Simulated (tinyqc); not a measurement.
Frequency dispersion of an accumulation capacitance by border traps, distributed model: two steps of the calculation.

Traps spread evenly through the insulator exchange electrons with the semiconductor by tunnelling, with tau(x) = t0 exp(2 ka x) at depth x from the interface. The admittance per area Y seen at depth x obeys dY/dx = -Y^2/(i w eps0 eox) + q Nb ln(1 + i w tau)/tau, with Y(0) = i w Cs and w = 2 pi f; the gate sees Y(tox) = G + i w C. Working variable y = Y/(i w), in uF/cm^2. Cox = eps0 eox/tox.

Parameters, values chosen for the exercise; permittivity close to that of hafnium oxide:
- eox = 19.3 (relative permittivity of the insulator)
- tox = 3.8 nm (insulator thickness)
- Cs = 7.5 uF/cm^2 (semiconductor capacitance in accumulation)
- Nb = 8.8e19 cm^-3 eV^-1 (density of border traps)
- ka = 3.8 1/nm (decay constant of the wave function in the insulator)
- t0 = 2e-10 s (time constant of a trap at the interface)
- f = 1e6 Hz (frequency)
- xe = 1.5 nm (depth down to which the steps are taken)

Constants: q = 1.602176634e-19 C, eps0 = 8.8541878128e-14 F/cm where lengths are in cm. Results are converted to the units shown.

Question 1. Scales and lumped estimate. Cox; trap-free value 1/(1/Cox + 1/Cs); response depth d = ln(1/(w t0))/(2 ka), where w tau = 1; lumped estimate: all traps within d act as C_bt = q Nb d placed at d/2, so C = 1/{1/[1/(1/Cs + d/(2 eps0 eox)) + C_bt] + (tox - d/2)/(eps0 eox)}.

Wanted: Cox; trap-free C; d; C_bt; lumped C.

Answer 1.

Cox = 4.497 uF/cm^2
trap-free C = 2.811 uF/cm^2
d = 0.8789 nm
C_bt = 1.239 uF/cm^2
lumped C = 3.035 uF/cm^2

The traps within reach amount to 0.165 Cs and lie in the first 23.1 % of the insulator.

Question 2. Capacitance and conductance at the gate. Beyond xe the traps are ignored, so 1/y(tox) = 1/y(xe) + (tox - xe)/(eps0 eox); C = Re y, G/w = -Im y, loss tangent G/(w C).

y at xe = 5.2801937-0.2018069i uF/cm^2

Wanted: y at the gate; C; G/w; loss tangent.

Answer 2.

y at the gate = 3.088-0.069i uF/cm^2
C = 3.088 uF/cm^2
G/w = 0.06894 uF/cm^2
loss tangent = 0.02233

Numbers from tinyqc (`OMP_NUM_THREADS=1 python tinyqc.py 2202153 2202154 out.jsonl`; about 0.3 s on one thread of a shared Intel Xeon 2.30GHz).
